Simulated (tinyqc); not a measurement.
Changing the temperature T: growth of a silicide layer between metal and silicon: linear-parabolic kinetics, ramp anneals and Kissinger analysis. Computed by tinyqc, a small Python program. Command: `OMP_NUM_THREADS=1 python tinyqc.py 3006433 3006434 out.jsonl silicide sweep`. One thread of a shared host (Intel(R) Xeon(R) Processor @ 2.30GHz), about 0.05 s of CPU time with the checks.

One compound layer of thickness x grows by diffusion through itself and reaction at an interface, dx/dt = 1/(2x/K + 1/v), until the metal is used up at x = a h.

Inputs (values chosen for the exercise, modelled on NiSi):
```
quantity,value,unit
metal thickness h,42,nm
silicide formed per metal thickness a,2.2,-
prefactor of the parabolic constant K,6.3e+13,nm^2/s
activation energy E of K,1.68,eV
prefactor of the interface velocity v,2.3e+14,nm/s
activation energy E_v,1.85,eV
time t,36,s
```

Constants: k_B = 8.617333262e-05 eV/K.

Method:
- The silicide ends at the thickness a h.
- K = K0 exp(-E/(k_B T)), v = v0 exp(-E_v/(k_B T)).
- Temperatures in kelvin are T(C) + 273.15.
- x^2/K + x/v = t, so x = (K/(2v)) [sqrt(1 + 4 v^2 t/K) - 1], capped at a h; completion time t_c = (a h)^2/K + a h/v, a h being the final thickness; crossover thickness K/v.

One run for each value:
```
temperature T (C),completion time (s),thickness at time t (nm),crossover thickness (nm)
265,8.1814e+05,3.9011e-02,10.707
285,2.2054e+05,1.6077e-01,9.389
305,6.5176e+04,5.7838e-01,8.308
325,2.0919e+04,1.7351e+00,7.413
345,7.2324e+03,4.1960e+00,6.662
365,2.6744e+03,8.4537e+00,6.028
385,1.0511e+03,1.5069e+01,5.488
405,4.3670e+02,2.4845e+01,5.023
425,1.9086e+02,3.8875e+01,4.622
```

Over the rows, completion time (s) falls from 818000 to 191; thickness at time t (nm) rises from 0.0390 to 38.9; crossover thickness (nm) falls from 10.7 to 4.62. The apparent activation energy of 1/t_c is 1.70 eV between the first rows and 1.69 eV between the last, between E and E_v.

Caution (rows 265, 285): a thickness below one atomic layer means that growth has not started.

Extremes, crossings and ranges named in words are read from the listed rows.
